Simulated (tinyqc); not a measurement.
Inside a calculation. Method: RHF in the 6-31g basis, for H2, spin multiplicity 1. Computed by tinyqc, a small Python program that keeps every step (integrals from PySCF). Settings: charge = 0, multiplicity = 1, basis = 6-31g, energy threshold = 1e-09, iteration cap = 69, orthogonalisation = symmetric, start = atomic densities, DIIS depth = 0, damping = 0.7, method = RHF. Command: `OMP_NUM_THREADS=1 python tinyqc.py 26337 26338 out.jsonl` (the two numbers bound the seeds that draw the settings). One thread of a shared host (Intel(R) Xeon(R) Processor @ 2.60GHz), about 0.08 s of CPU time with the checks. Later iterations appear only in the table of the cycle.

## One-electron integrals

Geometry (angstrom):
```
atom         x         y         z
H     0.000000  0.000000  0.000000
H     0.000000  0.000000  1.139000
```

Basis 6-31g: exponents (1/bohr^2) and contraction coefficients of normalised primitives:
```
element  l (shell)   exponent  coefficient
H            s (1)  18.731137     0.033495
H            s (1)   2.825394     0.234727
H            s (1)   0.640122     0.813757
H            s (2)   0.161278     1.000000
```

Overlap, kinetic and nuclear-attraction integrals over the contracted functions; the nuclear repulsion is the sum of Za Zb / Rab.

nuclear repulsion = 0.46459808 hartree

overlap S, order 1H 1s, 1H 2s, 2H 1s, 2H 2s:
$$\begin{pmatrix}
1.000000 & 0.658292 & 0.174343 & 0.358147 \\
0.658292 & 1.000000 & 0.358147 & 0.688262 \\
0.174343 & 0.358147 & 1.000000 & 0.658292 \\
0.358147 & 0.688262 & 0.658292 & 1.000000
\end{pmatrix}$$

kinetic energy T (hartree), order 1H 1s, 1H 2s, 2H 1s, 2H 2s:
$$\begin{pmatrix}
1.395678 & 0.259735 & -0.022898 & 0.083682 \\
0.259735 & 0.241917 & 0.083682 & 0.125034 \\
-0.022898 & 0.083682 & 1.395678 & 0.259735 \\
0.083682 & 0.125034 & 0.259735 & 0.241917
\end{pmatrix}$$

nuclear attraction V (hartree), order 1H 1s, 1H 2s, 2H 1s, 2H 2s:
$$\begin{pmatrix}
-2.117653 & -1.046407 & -0.313778 & -0.582720 \\
-1.046407 & -1.066494 & -0.582720 & -0.783587 \\
-0.313778 & -0.582720 & -2.117653 & -1.046407 \\
-0.582720 & -0.783587 & -1.046407 & -1.066494
\end{pmatrix}$$

core Hamiltonian H = T + V (hartree), order 1H 1s, 1H 2s, 2H 1s, 2H 2s:
$$\begin{pmatrix}
-0.721974 & -0.786672 & -0.336677 & -0.499037 \\
-0.786672 & -0.824577 & -0.499037 & -0.658553 \\
-0.336677 & -0.499037 & -0.721974 & -0.786672 \\
-0.499037 & -0.658553 & -0.786672 & -0.824577
\end{pmatrix}$$

## Two-electron integrals

Functions are numbered as in S; the eight-fold symmetry (ij|kl) = (ji|kl) = (kl|ij) leaves the list below.

Two-electron integrals (ij|kl) in chemists' order, unique and non-zero (hartree):
```
(11|11) 1.076566   (21|11) 0.578470   (21|21) 0.329423   (22|11) 0.587396
(22|21) 0.361304   (22|22) 0.453150   (31|11) 0.133474   (31|21) 0.078839
(31|22) 0.091126   (31|31) 0.027912   (32|11) 0.191035   (32|21) 0.120455
(32|22) 0.157275   (32|31) 0.047363   (32|32) 0.096445   (33|11) 0.460969
(33|21) 0.298691   (33|22) 0.411809   (33|31) 0.133474   (33|32) 0.303925
(33|33) 1.076566   (41|11) 0.303925   (41|21) 0.174471   (41|22) 0.193807
(41|31) 0.047363   (41|32) 0.074646   (41|33) 0.191035   (41|41) 0.096445
(42|11) 0.365571   (42|21) 0.227627   (42|22) 0.293508   (42|31) 0.068946
(42|32) 0.130141   (42|33) 0.365571   (42|41) 0.130141   (42|42) 0.214660
(43|11) 0.298691   (43|21) 0.192154   (43|22) 0.263217   (43|31) 0.078839
(43|32) 0.174471   (43|33) 0.578470   (43|41) 0.120455   (43|42) 0.227627
(43|43) 0.329423   (44|11) 0.411809   (44|21) 0.263217   (44|22) 0.361669
(44|31) 0.091126   (44|32) 0.193807   (44|33) 0.587396   (44|41) 0.157275
(44|42) 0.293508   (44|43) 0.361304   (44|44) 0.453150
```

## Orthogonalisation

S = U s U^T; symmetric (Loewdin) form X = U s^(-1/2) U^T, so that X^T S X = 1.

eigenvalues of S: [0.173583, 0.382886, 0.963812, 2.479719]

X, order 1H 1s, 1H 2s, 2H 1s, 2H 2s:
$$\begin{pmatrix}
1.252965 & -0.500161 & -0.007178 & 0.024596 \\
-0.500161 & 1.581995 & 0.024596 & -0.576657 \\
-0.007178 & 0.024596 & 1.252965 & -0.500161 \\
0.024596 & -0.576657 & -0.500161 & 1.581995
\end{pmatrix}$$

## Starting guess

The start is atomic minimal-basis densities projected into this basis (PySCF's MINAO start) and scaled to the electron count of each spin; this density is not idempotent, so its energy is not variational and may lie below the converged one.

D at the start, order 1H 1s, 1H 2s, 2H 1s, 2H 2s:
$$\begin{pmatrix}
0.270888 & 0.296577 & -0.009585 & 0.003149 \\
0.296577 & 0.325389 & 0.003149 & 0.018408 \\
-0.009585 & 0.003149 & 0.270888 & 0.296577 \\
0.003149 & 0.018408 & 0.296577 & 0.325389
\end{pmatrix}$$

## Iteration 1: building the Fock matrix

J_ij = sum D_kl (ij|kl), K_ij = sum D_kl (ik|jl); F = H + J - 0.5 K; E = tr D H + tr D J / 2 - 0.25 tr D K + E_nn.

Coulomb J (hartree), order 1H 1s, 1H 2s, 2H 1s, 2H 2s:
$$\begin{pmatrix}
1.275939 & 0.758927 & 0.227744 & 0.428214 \\
0.758927 & 0.917513 & 0.428214 & 0.667323 \\
0.227744 & 0.428214 & 1.275939 & 0.758927 \\
0.428214 & 0.667323 & 0.758927 & 0.917513
\end{pmatrix}$$

exchange K (hartree), order 1H 1s, 1H 2s, 2H 1s, 2H 2s:
$$\begin{pmatrix}
0.815254 & 0.651473 & 0.313184 & 0.458190 \\
0.651473 & 0.635084 & 0.458190 & 0.546038 \\
0.313184 & 0.458190 & 0.815254 & 0.651473 \\
0.458190 & 0.546038 & 0.651473 & 0.635084
\end{pmatrix}$$

Fock matrix F (hartree), order 1H 1s, 1H 2s, 2H 1s, 2H 2s:
$$\begin{pmatrix}
0.146338 & -0.353481 & -0.265525 & -0.299918 \\
-0.353481 & -0.224606 & -0.299918 & -0.264249 \\
-0.265525 & -0.299918 & 0.146338 & -0.353481 \\
-0.299918 & -0.264249 & -0.353481 & -0.224606
\end{pmatrix}$$

total energy of this density = -0.72525987 hartree

This density is the starting one; it is not idempotent, so its energy is not variational and may lie below the converged one.

## Iteration 1: diagonalisation and new density

Diagonalise F' = X^T F X, C = X C', fill 1 alpha and 1 beta electrons from the bottom; D = 2 C_occ C_occ^T; the new density keeps 0.7 of the old one (damping). Each column has its largest component positive (the first on a tie).

F' = X^T F X (hartree):
$$\begin{pmatrix}
0.607228 & -0.569745 & -0.128550 & -0.092034 \\
-0.569745 & 0.261617 & -0.092034 & -0.157875 \\
-0.128550 & -0.092034 & 0.607228 & -0.569745 \\
-0.092034 & -0.157875 & -0.569745 & 0.261617
\end{pmatrix}$$

orbital energies (hartree): MO1 -0.396610, MO2 0.074428, MO3 0.979030, MO4 1.080842

coefficients C, order 1H 1s, 1H 2s, 2H 1s, 2H 2s:
$$\begin{pmatrix}
0.263032 & 0.220959 & 0.905476 & -0.939597 \\
0.364243 & 1.020084 & -0.696965 & 1.194572 \\
0.263032 & -0.220959 & 0.905476 & 0.939597 \\
0.364243 & -1.020084 & -0.696965 & -1.194572
\end{pmatrix}$$

D after iteration 1, order 1H 1s, 1H 2s, 2H 1s, 2H 2s:
$$\begin{pmatrix}
0.231133 & 0.265088 & 0.034802 & 0.059689 \\
0.265088 & 0.307376 & 0.059689 & 0.092490 \\
0.034802 & 0.059689 & 0.231133 & 0.265088 \\
0.059689 & 0.092490 & 0.265088 & 0.307376
\end{pmatrix}$$

## Iteration 2: building the Fock matrix

As before.

Coulomb J (hartree), order 1H 1s, 1H 2s, 2H 1s, 2H 2s:
$$\begin{pmatrix}
1.263558 & 0.754034 & 0.227323 & 0.426473 \\
0.754034 & 0.915059 & 0.426473 & 0.666370 \\
0.227323 & 0.426473 & 1.263558 & 0.754034 \\
0.426473 & 0.666370 & 0.754034 & 0.915059
\end{pmatrix}$$

exchange K (hartree), order 1H 1s, 1H 2s, 2H 1s, 2H 2s:
$$\begin{pmatrix}
0.805243 & 0.670046 & 0.361833 & 0.500373 \\
0.670046 & 0.672880 & 0.500373 & 0.594070 \\
0.361833 & 0.500373 & 0.805243 & 0.670046 \\
0.500373 & 0.594070 & 0.670046 & 0.672880
\end{pmatrix}$$

Fock matrix F (hartree), order 1H 1s, 1H 2s, 2H 1s, 2H 2s:
$$\begin{pmatrix}
0.138962 & -0.367661 & -0.290270 & -0.322750 \\
-0.367661 & -0.245958 & -0.322750 & -0.289218 \\
-0.290270 & -0.322750 & 0.138962 & -0.367661 \\
-0.322750 & -0.289218 & -0.367661 & -0.245958
\end{pmatrix}$$

total energy of this density = -0.81879337 hartree

This density is a damped mixture and is not idempotent, and it still holds part of the atomic start, so its energy may lie below the converged one.

## Iteration 2: diagonalisation and new density

As before.

F' = X^T F X (hartree):
$$\begin{pmatrix}
0.607560 & -0.571352 & -0.145353 & -0.103977 \\
-0.571352 & 0.253289 & -0.103977 & -0.168238 \\
-0.145353 & -0.103977 & 0.607560 & -0.571352 \\
-0.103977 & -0.168238 & -0.571352 & 0.253289
\end{pmatrix}$$

orbital energies (hartree): MO1 -0.427535, MO2 0.091344, MO3 0.974794, MO4 1.083096

coefficients C, order 1H 1s, 1H 2s, 2H 1s, 2H 2s:
$$\begin{pmatrix}
0.264727 & 0.211079 & 0.904982 & -0.941865 \\
0.362938 & 1.032574 & -0.697646 & 1.183792 \\
0.264727 & -0.211079 & 0.904982 & 0.941865 \\
0.362938 & -1.032574 & -0.697646 & -1.183792
\end{pmatrix}$$

D after iteration 2, order 1H 1s, 1H 2s, 2H 1s, 2H 2s:
$$\begin{pmatrix}
0.203841 & 0.243209 & 0.066409 & 0.099430 \\
0.243209 & 0.294198 & 0.099430 & 0.143777 \\
0.066409 & 0.099430 & 0.203841 & 0.243209 \\
0.099430 & 0.143777 & 0.243209 & 0.294198
\end{pmatrix}$$

## Iteration 55 (converged): orbitals

converged F (hartree), order 1H 1s, 1H 2s, 2H 1s, 2H 2s:
$$\begin{pmatrix}
0.123250 & -0.399747 & -0.349083 & -0.375736 \\
-0.399747 & -0.293381 & -0.375736 & -0.345526 \\
-0.349083 & -0.375736 & 0.123250 & -0.399747 \\
-0.375736 & -0.345526 & -0.399747 & -0.293381
\end{pmatrix}$$

Diagonalise F' = X^T F X, C = X C', fill 1 alpha and 1 beta electrons from the bottom; D = 2 C_occ C_occ^T. Each column has its largest component positive (the first on a tie).

F' = X^T F X (hartree):
$$\begin{pmatrix}
0.610024 & -0.575352 & -0.186137 & -0.132017 \\
-0.575352 & 0.236074 & -0.132017 & -0.191373 \\
-0.186137 & -0.132017 & 0.610024 & -0.575352 \\
-0.132017 & -0.191373 & -0.575352 & 0.236074
\end{pmatrix}$$

orbital energies (hartree): MO1 -0.498043, MO2 0.131665, MO3 0.966631, MO4 1.091943

coefficients C, order 1H 1s, 1H 2s, 2H 1s, 2H 2s:
$$\begin{pmatrix}
0.269443 & 0.185862 & 0.903589 & -0.947164 \\
0.359294 & 1.063806 & -0.699529 & 1.155807 \\
0.269443 & -0.185862 & 0.903589 & 0.947164 \\
0.359294 & -1.063806 & -0.699529 & -1.155807
\end{pmatrix}$$

D after iteration 55, order 1H 1s, 1H 2s, 2H 1s, 2H 2s:
$$\begin{pmatrix}
0.145199 & 0.193619 & 0.145199 & 0.193619 \\
0.193619 & 0.258184 & 0.193619 & 0.258184 \\
0.145199 & 0.193619 & 0.145199 & 0.193619 \\
0.193619 & 0.258184 & 0.193619 & 0.258184
\end{pmatrix}$$

## Convergence

Stop when the energy changes by less than 1e-09 hartree and every element of the error matrix X^T (F D S - S D F) X is below 9e-06.

Course of the cycle:
```
iteration  E (hartree)     change  largest element of the error matrix
1          -0.72525987          -                             1.18e-01
2          -0.81879337  -9.35e-02                             8.16e-02
3          -0.88898539  -7.02e-02                             5.60e-02
4          -0.94043727  -5.15e-02                             3.81e-02
5          -0.97759204  -3.72e-02                             2.58e-02
6          -1.00415981  -2.66e-02                             1.74e-02
7          -1.02303224  -1.89e-02                             1.16e-02
8          -1.03637817  -1.33e-02                             7.71e-03
9          -1.04578684  -9.41e-03                             5.08e-03
10         -1.05240566  -6.62e-03                             3.45e-03
11         -1.05705496  -4.65e-03                             2.60e-03
12         -1.06031742  -3.26e-03                             1.95e-03
13         -1.06260506  -2.29e-03                             1.47e-03
14         -1.06420834  -1.60e-03                             1.10e-03
...                ...        ...                                  ...
42         -1.06795548  -7.40e-08                             3.37e-07
43         -1.06795553  -5.18e-08                             2.52e-07
44         -1.06795557  -3.62e-08                             1.88e-07
45         -1.06795559  -2.54e-08                             1.41e-07
46         -1.06795561  -1.78e-08                             1.05e-07
47         -1.06795562  -1.24e-08                             7.87e-08
48         -1.06795563  -8.70e-09                             5.88e-08
49         -1.06795564  -6.09e-09                             4.40e-08
50         -1.06795564  -4.26e-09                             3.29e-08
51         -1.06795565  -2.98e-09                             2.46e-08
52         -1.06795565  -2.09e-09                             1.84e-08
53         -1.06795565  -1.46e-09                             1.37e-08
54         -1.06795565  -1.02e-09                             1.03e-08
55         -1.06795565  -7.17e-10                             7.66e-09
```

PySCF RHF in the same basis = -1.06795565 hartree

Converged in 55 iterations.

## Populations, bond orders and dipole

Mulliken: Z minus the diagonal of D S on the atom; Loewdin: the same with S^(1/2) D S^(1/2); Mayer order: 2 sum_s sum (D(s) S)_ij (D(s) S)_ji over the two atoms.

Charges (e):
```
atom  Mulliken  Loewdin
1H           0        0
2H    0.000000        0
```

Mayer bond orders:
```
pair     order
2-1   1.000000
```

dipole moment about the origin, x y z (debye): [0.000000, 0.000000, 0.000000]
